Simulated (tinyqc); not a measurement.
# Worked calculation: one-sided p+-n junction, ionisation integral and breakdown

Numbers from tinyqc (`OMP_NUM_THREADS=1 python tinyqc.py 2120152 2120153 out.jsonl`; about 0.03 s on one thread of a shared Intel Xeon 2.30GHz). Printed values are rounded.

A p+ layer at x < 0 and an n drift layer from x = 0. Depletion approximation, built-in voltage neglected. Local ionisation coefficients alpha_n = an exp(-(bn/E)^mx), alpha_p = ap exp(-(bp/E)^mx). Electrons move towards +x, holes towards x = 0.

Inputs (values chosen for the exercise); material values close to those of germanium:
```
symbol,value,unit,meaning
eps_r,15.9,,relative permittivity
an,1.51e7,1/cm,prefactor of the electron ionisation coefficient
bn,1.55e6,V/cm,field constant for electrons
ap,9.86e6,1/cm,prefactor of the hole ionisation coefficient
bp,1.21e6,V/cm,field constant for holes
mx,1,,exponent
N,4.4e16,cm^-3,donor density of the drift layer
V,8.33,V,reverse voltage
fr,0.6,,share of the depleted width that the grid covers
```

Constants: q = 1.602176634e-19 C, eps0 = 8.8541878128e-14 F/cm where lengths are in cm. Results are converted to the units shown.

Range of the model: Breakdown comes at under 16 V, so the built-in voltage left out is a few per cent of it or more.

## Field and ionisation coefficients on a grid

W = sqrt(2 eps0 eps_r V/(q N)), peak field E0 = q N W/(eps0 eps_r), falling linearly to 0 at W. Grid: 13 equal steps from 0 to fr W.

W = 0.576805 um

| point | x (um) | E (kV/cm) | alpha_n (1/cm) | alpha_p (1/cm) |
|---|---|---|---|---|
| 0 | 0.000000 | 288.833 | 70528.6 | 1.49450e5 |
| 1 | 0.026622 | 275.502 | 54399.4 | 1.22029e5 |
| 2 | 0.053244 | 262.171 | 40865.2 | 97605.5 |
| 3 | 0.079865 | 248.840 | 29771.6 | 76224.7 |
| 4 | 0.106487 | 235.510 | 20925.7 | 57884.3 |
| 5 | 0.133109 | 222.179 | 14098.8 | 42528.7 |
| 6 | 0.159731 | 208.848 | 9032.14 | 30040.8 |
| 7 | 0.186352 | 195.517 | 5445.38 | 20237.4 |
| 8 | 0.212974 | 182.187 | 3048.63 | 12867.5 |
| 9 | 0.239596 | 168.856 | 1557.42 | 7616.90 |
| 10 | 0.266218 | 155.525 | 709.085 | 4121.23 |
| 11 | 0.292839 | 142.194 | 278.562 | 1987.28 |
| 12 | 0.319461 | 128.864 | 90.1971 | 824.052 |
| 13 | 0.346083 | 115.533 | 22.5138 | 278.885 |

## Ionisation integrals by the trapezoid rule

G(x) = integral from 0 to x of (alpha_n - alpha_p); I_n = integral of alpha_n exp(-G) (electrons injected at x = 0), I_p = integral of alpha_p exp(G(end) - G) (holes injected at the far edge); M = 1/(1 - I). All integrals by the trapezoid rule on the grid.

| point | G | alpha_n exp(-G) (1e4 1/cm) |
|---|---|---|
| 0 | 0.000000 | 7.05286 |
| 1 | -0.195072 | 6.61169 |
| 2 | -0.360619 | 5.86096 |
| 3 | -0.497978 | 4.89860 |
| 4 | -0.609007 | 3.84741 |
| 5 | -0.696045 | 2.82794 |
| 6 | -0.761852 | 1.93490 |
| 7 | -0.809506 | 1.22347 |
| 8 | -0.842265 | 0.70778 |
| 9 | -0.863400 | 0.36930 |
| 10 | -0.876008 | 0.17027 |
| 11 | -0.882824 | 0.06735 |
| 12 | -0.886076 | 0.02188 |
| 13 | -0.887394 | 0.00547 |

I_n = 0.853778
I_p = 0.937128
M_n = 6.83894
M_p = 15.9054

A grid of 1500 steps over the whole width gives I_n = 0.8529 and I_p = 0.9393; the coarse I_n is 0.098 % above and the coarse I_p 0.23 % below those values. Holes multiply more: on this coarse grid M - 1 is 2.55 times as large for them.

## Breakdown voltage by secant steps

G(x) = integral from 0 to x of (alpha_n - alpha_p); I_n = integral of alpha_n exp(-G) (electrons injected at x = 0), I_p = integral of alpha_p exp(G(end) - G) (holes injected at the far edge); M = 1/(1 - I). Secant steps on ln I_n(V) = 0 with the integrals on a fine grid (1500 steps), from the points V = 7.12 and 7.81 V; stop when the step is below 1e-7 of V.

Course of the iteration:

| step | V (V) | I_n | change of V (V) |
|---|---|---|---|
| 1 | 7.81 | 0.632994 | 0.747 |
| 2 | 8.55722 | 0.967359 | 0.0585 |
| 3 | 8.61569 | 0.998816 | 2.16e-3 |
| 4 | 8.61785 | 0.999997 | 5.41e-6 |
| 5 | 8.61786 | 1.00000 | 4.81e-10 |

Breakdown at 8.6179 V, with a peak field of 293.8 kV/cm and W = 0.5867 um. The integral for holes reaches 1 at the same voltage.
